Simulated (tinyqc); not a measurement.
# Fermi-level pinning from two metals

Problem. Cowley-Sze model with the space charge neglected: phiB = S (phiM - chi) + (1 - S)(Eg - phi0), S = 1/(1 + q Dit dl/(eps0 ei)), dl in cm. Find S, phi0 and Dit.

Values chosen for this exercise; band and dielectric values those of a made-up semiconductor: band gap Eg = 0.926 eV; electron affinity chi = 4.83 eV; thickness of the interfacial layer dl = 0.3 nm; relative permittivity of the interfacial layer ei = 1.

Constants: q = 1.602176634e-19 C, eps0 = 8.8541878128e-14 F/cm where lengths are in cm. Results are converted to the units shown.

barriers for metals with phiM = 4.93 and 6.12 eV (eV): 0.31959033  0.75435192

Solution. S is the slope of phiB against phiM; either barrier then gives phi0, and S gives Dit.

S = 0.365
phi0 = 0.480 eV
Dit = 3.20e13 cm^-2 eV^-1

Numbers from tinyqc (`OMP_NUM_THREADS=1 python tinyqc.py 2020112 2020113 out.jsonl`; about 0.06 s on one thread of a shared Intel Xeon 2.30GHz).
